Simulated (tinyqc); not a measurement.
Estimate of lattice thermal conductivity from elastic moduli (Slack, Klemens and Cahill formulas): one step, computed by the program tinyqc. Command: `OMP_NUM_THREADS=1 python tinyqc.py 3004658 3004659 out.jsonl slack walk`. One thread of a shared host (Intel(R) Xeon(R) Processor @ 2.30GHz), about 0.01 s of CPU time with the checks.

An isotropic solid.

Question. Point defects and grains. High-temperature forms with the classical heat capacity. Klemens: kappa/kappa_0 = arctan(u)/u, u^2 = pi^2 Theta V Gamma kappa_0/(h v_m^2). Grains: 1/kappa_poly = 1/kappa + 1/(C v_m d/3), C = 3 k_B/(n V), the acoustic branches alone.

Inputs (values chosen for the exercise, for a model crystal): volume per atom V = 9.41 angstrom^3; atoms per primitive cell n = 8; temperature T = 900 K; disorder parameter Gamma = 0.00023; grain size d = 4100 nm.

Grueneisen parameter: from thermal expansion.

kappa of the perfect crystal = 0.09862448 W/(m K)

Debye temperature Theta = 132.3270 K

v_m = 938.3576 m/s

Constants: h = 6.62607015e-34 J s; k_B = 1.380649e-23 J/K.

Give: disorder scale u; kappa with point defects; grain-boundary limit; kappa of the polycrystal.

Answer.

disorder scale u = 0.021859

kappa with point defects = 0.098609 W/(m K)

grain-boundary limit = 705.60 W/(m K)

kappa of the polycrystal = 0.098595 W/(m K)

For small u the loss is about u^2/3 = 0.000. Grains remove a further 0 %.
